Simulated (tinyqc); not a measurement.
# Thermal RC ladder, step response, step by step

Program tinyqc, `OMP_NUM_THREADS=1 python tinyqc.py 2520123 2520124 out.jsonl`; Intel Xeon 2.30GHz, shared host, one thread, about 0.01 s. Printed values are rounded.

A ladder of 2 nodes: R_i joins node i to node i + 1, the last R to the ambient; C_i is the heat capacity of node i; theta is the rise above ambient, zero at t = 0. d theta/dt = -A theta + b with b = (Pw/C_1, 0, ...), times in ms.

Inputs (values chosen for the exercise):
```
symbol        value  unit                           meaning
R        [0.1, 1.2]   K/W  resistances, junction to ambient
C       [0.39, 2.4]  mJ/K      heat capacities of the nodes
Pw              9.7     W        power at node 1 from t = 0
dt            0.048    ms                         time step
```

## The rate matrix

A = C^(-1) K, K_ii = 1/R_(i-1) + 1/R_i (no first term for node 1), K_(i,i+1) = K_(i+1,i) = -1/R_i.

A (1/ms):
```
         node 1    node 2
node 1  25.6410  -25.6410
node 2  -4.1667    4.5139
```

## Time constants and Foster resistances

A = C^(-1) K, K_ii = 1/R_(i-1) + 1/R_i (no first term for node 1), K_(i,i+1) = K_(i+1,i) = -1/R_i. The time constants tau_k are the inverse eigenvalues of A; the rise of node 1 per watt is Z(t) = sum_k r_k (1 - exp(-t/tau_k)), with r_k = v_k1^2 tau_k/C_1 and v_k the unit eigenvectors of C^(-1/2) K C^(-1/2).

tau_k, rising (ms): [0.0334933, 3.35351]
r_k (K/W): [0.0736318, 1.22637]

The r_k add up to the sum of the R_i, 1.300 K/W; the slowest constant is 100 times the fastest.

## Step 1: one time step

theta at t = 0 (K): node 1 0.00000, node 2 0.00000

Implicit Euler: (1 + dt A) theta(new) = theta + dt b.

theta after step 1 (K): node 1 0.588551, node 2 0.096748

## Step 2: one time step

As before.

theta after step 2 (K): node 1 0.926947, node 2 0.231894

## Step 3: one time step

As before.

theta after step 3 (K): node 1 1.16117, node 2 0.38147

## Course of the time stepping

Sixteen steps, against the exact rise Pw Z(t); the run counts as sound if the error in the last step is under 5 % of the exact rise. The time constants tau_k are the inverse eigenvalues of A; the rise of node 1 per watt is Z(t) = sum_k r_k (1 - exp(-t/tau_k)), with r_k = v_k1^2 tau_k/C_1 and v_k the unit eigenvectors of C^(-1/2) K C^(-1/2).

Course of the iteration:
```
step  t (ms)  theta_1 (K)  exact (K)  error (K)
1      0.048     0.588551   0.712896     -0.124
2      0.096     0.926947    1.00929    -0.0823
3      0.144      1.16117    1.20453    -0.0434
4      0.192      1.35123    1.37386    -0.0226
5       0.24      1.52183    1.53527    -0.0134
6      0.288      1.68311    1.69307   -9.96e-3
7      0.336      1.83928    1.84831   -9.03e-3
8      0.384      1.99209    2.00128   -9.19e-3
9      0.432      2.14225    2.15205   -9.79e-3
10      0.48      2.29011    2.30067    -0.0106
11     0.528      2.43579    2.44718    -0.0114
12     0.576      2.57939    2.59161    -0.0122
13     0.624      2.72094    2.73399    -0.0130
14     0.672      2.86049    2.87434    -0.0138
15      0.72      2.99808    3.01269    -0.0146
16     0.768      3.13371    3.14909    -0.0154
```

The largest error is 0.12 K, at step 1; the last value is 0.49 % below the exact one. dt is 1.4 times the fastest time constant; implicit Euler is stable for any step, and it lags behind the exact rise.
